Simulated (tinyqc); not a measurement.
Inside a calculation. Model: size effects in the resistivity of thin metal films and interconnect lines. Computed by tinyqc, a small Python program that keeps every step. Command: `OMP_NUM_THREADS=1 python tinyqc.py 3002688 3002689 out.jsonl size walk`. One thread of a shared host (Intel(R) Xeon(R) Processor @ 2.30GHz), about 0.01 s of CPU time with the checks. Intermediate numbers are printed to about 7 digits and carried at full precision; extremes and crossings named in words are read from the listed rows.

Electrons lose their drift at surfaces (a share 1 - p of the hits) and at grain boundaries (reflection R), besides bulk scattering.

Inputs (values chosen for the exercise, modelled on silver):
```
quantity                     value         unit
bulk resistivity rho_b        1.56  microohm cm
bulk mean free path lambda    51.6           nm
specularity p                    0            -
grain-boundary reflection R   0.32            -
film thickness h               5.2           nm
grain size over thickness     0.95            -
```

Geometry: film.

## Grain size

D = (ratio) h.

grain size D = 4.94 nm

## Grain boundaries

Mayadas-Shatzkes: alpha = (lambda/D) R/(1 - R); rho_b/rho = 1 - 3 alpha/2 + 3 alpha^2 - 3 alpha^3 ln(1 + 1/alpha).

alpha = 4.915456

rho/rho_b from grains = 7.614186

The linear estimate 1 + 3 alpha/2 gives 8.373, 10 % high; at large alpha the slope is 4/3.

## Surfaces

Fuchs-Sondheimer film: rho_b/rho = 1 - (3/(2 kappa))(1 - p) int_0^1 (s - s^3)(1 - exp(-kappa/s))/(1 - p exp(-kappa/s)) ds, f = rho/rho_b, kappa = thickness/lambda, 80 Gauss-Legendre points.

kappa = h/lambda = 0.1007752

rho/rho_b from surfaces = 4.757251

The thick-film form 1 + 3 (1 - p)/(8 kappa) gives 4.721, a deviation of -0.8 %.

## Resistivity of the film

Both together (Mayadas-Shatzkes film): rho_b/rho = (rho_b/rho of the grains alone) - (6/(pi kappa))(1 - p) int_0^(pi/2) dphi int_0^1 ds (cos^2 phi/H^2)(s - s^3)(1 - exp(-kappa H/s))/(1 - p exp(-kappa H/s)), H = 1 + alpha/(cos phi sqrt(1 - s^2)), 40 x 80 Gauss-Legendre points. Sheet resistance rho/h; additive estimate rho_b (f_surface + f_grain - 1).

resistivity rho = 18.50972 microohm cm

sheet resistance = 35.59562 ohm

additive estimate = 17.73944 microohm cm

error of the additive estimate = -4.161488 %

Adding the two excesses (Matthiessen's rule) is 4.2 % low: grain boundaries also shorten the flights of the electrons that travel parallel to the surfaces and carry the current in a thin film.

## Exact and approximate surface terms

Thick-film form 1 + 3 (1 - p)/(8 kappa); thin-film form (4/3)((1 - p)/(1 + p))/(kappa ln(1/kappa)).

Rho/rho_b:
```
kappa        h (nm)     exact  thick-film form  thin-film form
0.01   5.160000e-01  26.48360          38.5000        28.95297
0.02   1.032000e+00  15.33292          19.7500        17.04148
0.05   2.580000e+00   7.72766           8.5000         8.90155
0.1    5.160000e+00   4.78166           4.7500         5.79059
0.2    1.032000e+01   3.09586           2.8750         4.14223
0.5    2.580000e+01   1.91615           1.7500               -
1      5.160000e+01   1.46229           1.3750               -
2      1.032000e+02   1.22084           1.1875               -
5      2.580000e+02   1.08102           1.0750               -
10     5.160000e+02   1.03896           1.0375               -
```

The thick-film form is within 5 % down to kappa = 2; at kappa = 0.01 it is 1.45 times the exact value and the thin-film form 1.09 times. The resistivity doubles between 10.3 and 25.8 nm. Rows thinner than about 5 nm only illustrate the formulas.

Checks made by the program: grain-boundary formula against its angular integral 3 int_0^1 c^3/(c + alpha) dc (relative difference below 1e-10); combined formula at alpha -> 0 against Fuchs-Sondheimer (relative difference 4e-08).
